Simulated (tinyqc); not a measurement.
Pillar capacitor in an array: capacitance, non-linearity, leakage and relaxation: one step of the calculation.

A film between two metal electrodes, each interface adding a series capacitance ci. The small-signal permittivity is ek (1 + aq E^2); the field is found with the linear permittivity. Leakage J = J0 sinh(E/Ef). After a voltage step the film passes a relaxation current kr C V tt^(-nr), tt being the time in seconds. The sidewall is a coaxial capacitor with radii a = dm/2 and b = dm/2 + t, depth AR dm; the end face is left out.

Question. Planar capacitance, field and non-linearity. Planar film: Cf = eps0 ek/t, 1/C = 1/Cf + 2/ci, EOT = 3.9 eps0/C, effective permittivity C t/eps0, E = (V/t) C/Cf; quadratic coefficient [C(V)/C - 1]/V^2 with Cf (1 + aq E^2) in C(V).

Parameters, values chosen for the exercise; permittivity of the order of that of aluminium oxide:

| symbol | value | unit | meaning |
|---|---|---|---|
| ek | 8.18 |  | relative permittivity of the film |
| t | 4.4 | nm | film thickness |
| ci | 1000 | uF/cm^2 | capacitance of each electrode interface (dead layer and screening) |
| aq | 0.0042 | cm^2/MV^2 | quadratic field coefficient of the permittivity |
| V | 0.7 | V | bias |
| J0 | 1.1e-10 | A/cm^2 | leakage prefactor |
| Ef | 0.32 | MV/cm | field for an e-fold rise of the leakage |

Constants: eps0 = 8.8541878128e-14 F/cm where lengths are in cm. Results are converted to the units shown.

Give: Cf; C; EOT; effective permittivity; E; quadratic coefficient; J.

Answer.

Cf = 1.6461 uF/cm^2
C = 1.6407 uF/cm^2
EOT = 2.1047 nm
effective permittivity = 8.1532
E = 1.5857 MV/cm
quadratic coefficient = 21481 ppm/V^2
J = 7.8053e-9 A/cm^2

The interfaces take 0.328 % of the voltage.

Program tinyqc, `OMP_NUM_THREADS=1 python tinyqc.py 2102207 2102208 out.jsonl`; Intel Xeon 2.30GHz, shared host, one thread, about 0.01 s.
